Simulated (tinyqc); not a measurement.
Strain dependence: valley-orbit splitting of a donor ground state, with strain. Computed by tinyqc, a small Python program. Command: `OMP_NUM_THREADS=1 python tinyqc.py 3026532 3026533 out.jsonl valleyorbit walk`. One thread of a shared host (Intel(R) Xeon(R) Processor @ 2.30GHz), about 0.01 s of CPU time with the checks.

The basis is the 1s envelope in each valley; energies are counted from the unstrained conduction-band edge. The strain is e_s (a a^T - 1/3) for the unit stress axis a, so valley j along n_j moves by Xi_u e_s w_j with w_j = (n_j.a)^2 - 1/3: +1/6 for x and y, -1/3 for z. The splitting at the zone boundary that a [110] shear adds for <100> valleys is left out.

Inputs (values chosen for the exercise, modelled on donors in silicon): single-valley binding energy E_0 = 31.9 meV; central-cell shift Lambda = 2.97 meV; coupling Delta_1 = 2.03 meV; coupling Delta_2 = 1.7 meV; shear deformation potential Xi_u = 8.79 eV; shear strain e_s = 0.00013.

Valleys: six along <100>. Stress axis: [110].

Method:
- By symmetry: E(A1) = E_0 + Lambda + 4 Delta_1 + Delta_2 (one state), E(T2) = E_0 + Lambda - Delta_2 (three), E(E) = E_0 + Lambda - 2 Delta_1 + Delta_2 (two), as binding energies.
- H_jj = -(E_0 + Lambda) + Xi_u e_s w_j; H_jk = -Delta_2 between opposite valleys and -Delta_1 between perpendicular ones.
- The contact hyperfine ratio is A/A_0 = (sum_j c_j)^2/(number of valleys), c_j the valley amplitudes of the ground state; binding from the lowest valley edge.

E(A1) = 44.69 meV

Against strain:
```
e_s        Xi_u e_s (w_max - w_min) (meV)  binding (meV)  gap to next level (meV)    A/A_0
-0.001000                       -4.395000         43.533                   10.363  0.97843
-0.000390                       -1.714050         44.170                   11.000  0.99603
-0.000130                       -0.571350         44.505                   11.335  0.99953
-0.000039                       -0.171405         44.633                   11.463  0.99996
0.000039                         0.171405         44.576                   11.406  0.99996
0.000130                         0.571350         44.315                   11.145  0.99950
0.000390                         1.714050         43.603                   10.433  0.99522
0.001000                         4.395000         42.147                    8.977  0.96634
```

A/A_0 falls for either sign of strain, to 0.978 and 0.966 at the ends; its limits are the shares of the valleys that end up lowest, 4/6 under compression and 2/6 under tension. Near zero strain A/A_0 changes in second order, the binding in first. The binding energy drops from 44.69 meV to 43.53 and 42.15 meV, since fewer valleys share the valley-orbit gain.

Extremes, crossings and ranges named in words are read from the listed rows.
